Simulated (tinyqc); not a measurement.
From results back to parameters: recursion (Haydock) method for the local density of states: impurity site of a cubic lattice. Four cases, with inputs chosen for the exercise.

Problem. A local density has moments mu1 = a0, mu2 = a0^2 + b1^2 and, for a1 = a2 = 0, mu4 = a0^4 + 3 a0^2 b1^2 + b1^4 + b1^2 b2^2; b1^2 = (number of neighbours) t^2. The moments come from a hidden site.

Find: a0, b1, b2; neighbours.

Method. Take the moments in turn: mu1 gives a0, mu2 gives b1, mu4 gives b2.

Case 1.

Values chosen: t = 1.06 eV (hopping).

mu1, mu2, mu4 (eV^n): 3.20000  16.98160  425.58248

Solution.

a0, b1, b2 (eV): 3.200  2.596  3.180

neighbours = 6

Case 2.

Values chosen: t = 1.24 eV (hopping).

mu1, mu2, mu4 (eV^n): 3.90000  24.43560  865.08747

Solution.

a0, b1, b2 (eV): 3.900  3.037  3.720

neighbours = 6

Case 3.

Values chosen: t = 1.2 eV (hopping).

mu1, mu2, mu4 (eV^n): 3.90000  23.85000  812.21130

Solution.

a0, b1, b2 (eV): 3.900  2.939  3.600

neighbours = 6

Case 4.

Values chosen: t = 1.24 eV (hopping).

mu1, mu2, mu4 (eV^n): 3.80000  23.66560  820.94583

Solution.

a0, b1, b2 (eV): 3.800  3.037  3.720

neighbours = 6

Computed by tinyqc, one run a case: `OMP_NUM_THREADS=1 python tinyqc.py N N+1 out.jsonl` with N = 1481488, 1481510, 1481995, 1482384; one thread of a shared Intel(R) Xeon(R) Processor @ 2.30GHz, about 0.2 s a run at most.
